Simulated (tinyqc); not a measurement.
# Quantum limit of the contact resistance of a three-dimensional channel: what changes with what

Parabolic band with gv valleys, C = hbar^2/(2 m0), eta = (EF - Ec)/(kB T). Landauer picture: each mode conducts 2 q^2/h, and the contacts and the channel add incoherently in series, 1/Tt - 1 = 2 (1/tc - 1) + L/lam for the total transmission Tt.

Values chosen for this exercise: temperature T = 300 K; mass m = 0.22 m0; valleys gv = 1; carrier density n = 3.3e20 cm^-3; transmission of each contact tc = 1; back-scattering length of the channel lam = 6.6 nm.

Constants: q = 1.602176634e-19 C, kB = 1.380649e-23 J/K, hbar = 1.054571817e-34 J s, h = 6.62607015e-34 J s, m0 = 9.1093837015e-31 kg, Vt = kB T/q, hbar^2/(2 m0) = 0.0380998212 eV nm^2. Results are converted to the units shown.

Each table varies one quantity; the others keep the values above.

## Quantum limit against density

n = N F12(eta), N = 2 gv (m kB T/(4 pi C))^1.5, F12(x) = (2/sqrt(pi)) int_0^infinity sqrt(u)/(1 + exp(u - x)) du; modes per area M = gv m kB T ln(1 + exp(eta))/(4 pi C); at zero temperature M0 = gv kF^2/(4 pi), kF = (3 pi^2 n/gv)^(1/3). kB T in eV. RQ = (h/2q^2)/M for the whole device, R = RQ/Tt; the part of one contact is Rc = RQ (1/tc - 1/2) and the channel adds RQ L/lam.

Quantum limit against density:

| n (cm^-3) | eta | M (cm^-2) | M0 (cm^-2) | RQ/2 (ohm cm^2) |
|---|---|---|---|---|
| 1.4e17 | -2.8985 | 6.3724e10 | 2.0535e11 | 1.0127e-7 |
| 4.3e17 | -1.7368 | 1.9266e11 | 4.3389e11 | 3.3495e-8 |
| 1.4e18 | -0.42524 | 5.9747e11 | 9.5314e11 | 1.0801e-8 |
| 4.3e18 | 1.0813 | 1.6314e12 | 2.0140e12 | 3.9557e-9 |
| 1.4e19 | 3.4745 | 4.1637e12 | 4.4241e12 | 1.5499e-9 |
| 4.4e19 | 7.8851 | 9.3672e12 | 9.4923e12 | 6.8892e-10 |
| 1.4e20 | 17.239 | 2.0478e13 | 2.0535e13 | 3.1513e-10 |
| 4.4e20 | 37.068 | 4.4033e13 | 4.4059e13 | 1.4655e-10 |

What does the comparison show?

The limit for one contact, RQ/2, falls from 1.01e-7 to 1.47e-10 ohm cm^2, as n^(-0.99) between the first two rows (eta = -2.9) and n^(-0.67) between the last two (eta = 37); the non-degenerate power is -1 and the degenerate one -2/3. M0 is 3.22 times M in the first row and 0.060 % above it in the last. In 2 of the 8 rows EF lies more than 0.3 eV above Ec, where real bands are no longer parabolic.

## Total resistance against length

Same model as above.

kB T in eV.

Result of one run:

| L (nm) | R (ohm cm^2) | share of the contacts (%) |
|---|---|---|
| 2.7 | 5.005e-10 | 70.97 |

What becomes of these results when the channel length L is changed from 2.7 to 0.7 nm, all else the same?

Result of the changed run:

| L (nm) | R (ohm cm^2) | share of the contacts (%) |
|---|---|---|
| 0.7 | 3.928e-10 | 90.41 |

The whole series:

| L (nm) | R (ohm cm^2) | share of the contacts (%) |
|---|---|---|
| 0.7 | 3.928e-10 | 90.41 |
| 1.4 | 4.305e-10 | 82.50 |
| 2.7 | 5.005e-10 | 70.97 |
| 5.3 | 6.404e-10 | 55.46 |
| 10 | 8.933e-10 | 39.76 |
| 20 | 1.431e-9 | 24.81 |
| 39 | 2.454e-9 | 14.47 |
| 77 | 4.499e-9 | 7.895 |
| 150 | 8.427e-9 | 4.215 |

R is a straight line in L with intercept 2 Rc = 3.55e-10 ohm cm^2; the share of the contacts falls from 90.4 to 4.21 % and is one half at L = lam (2/tc - 1) = 6.60 nm. In every row EF lies more than 0.3 eV above Ec, where real bands are no longer parabolic.

tinyqc, about 0.02 s, one thread, Intel Xeon 2.30GHz (shared host): `OMP_NUM_THREADS=1 python tinyqc.py 2760140 2760141 out.jsonl`
